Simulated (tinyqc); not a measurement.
Thermal stress, cracking, delamination and buckling of a thin film; Griffith cracks and misfitting inclusions. Changing the film thickness h. Computed by tinyqc, a small Python program. Command: `OMP_NUM_THREADS=1 python tinyqc.py 3023623 3023624 out.jsonl filmcrack sweep`. One thread of a shared host (Intel(R) Xeon(R) Processor @ 2.30GHz), about 0.01 s of CPU time with the checks.

Isotropic linear elasticity; the substrate is much thicker than the film; stress is positive in tension.

Inputs (values chosen for the exercise, for a model film):
```
quantity                       value    unit
film Young's modulus E           314     GPa
film Poisson ratio nu           0.24       -
film expansion alpha_f          3.82  1e-6/K
substrate expansion alpha_s      3.2  1e-6/K
deposition temperature T_d       675       K
final temperature T              300       K
intrinsic stress                 710     MPa
film toughness Gamma_f          8.82   J/m^2
interface toughness Gamma_i      2.2   J/m^2
substrate Young's modulus E_s    164     GPa
substrate Poisson ratio nu_s    0.21       -
```

Method:
- Thermal strain = (alpha_f - alpha_s)(T_d - T); stress = E/(1 - nu) x strain + intrinsic stress; plane-strain modulus Ebar = E/(1 - nu^2); G0 = stress^2 h/(2 Ebar) is the energy freed per area when a long strip loses its stress across its width.
- Dundurs alpha = (Ebar - Ebar_s)/(Ebar + Ebar_s), with Ebar_s = E_s/(1 - nu_s^2). The channel-crack factor is taken as g = 1.258 (1 - alpha)^(-0.7), a rough interpolation chosen for the exercise (1.258 is the value for matched materials).
- Channel crack through the film: G = pi g G0, critical thickness where G = Gamma_f. Steady delamination from an edge: G = G0, critical thickness where G = Gamma_i.

One run for each value:
```
film thickness h (micrometre)  G0 (J/m^2)  driving force for channelling (J/m^2)
0.03                           2.9250e-02                             1.5146e-01
0.062                          6.0451e-02                             3.1302e-01
0.13                           1.2675e-01                             6.5632e-01
0.26                           2.5350e-01                             1.3126e+00
0.55                           5.3626e-01                             2.7768e+00
1.1                            1.0725e+00                             5.5535e+00
2.3                            2.2425e+00                             1.1612e+01
4.8                            4.6801e+00                             2.4234e+01
10                             9.7501e+00                             5.0487e+01
```

What does the table show, and why?

Over the rows, G0 (J/m^2) rises from 0.0293 to 9.75 (exponent d ln y / d ln x about 1.0 throughout); driving force for channelling (J/m^2) rises from 0.151 to 50.5 (exponent d ln y / d ln x about 1.0 throughout). The exponent of G0 stays at 1: stored energy per area. Rows above the film toughness of 8.82 J/m^2 crack: 3 of 9.

Extremes, crossings and ranges named in words are read from the listed rows.
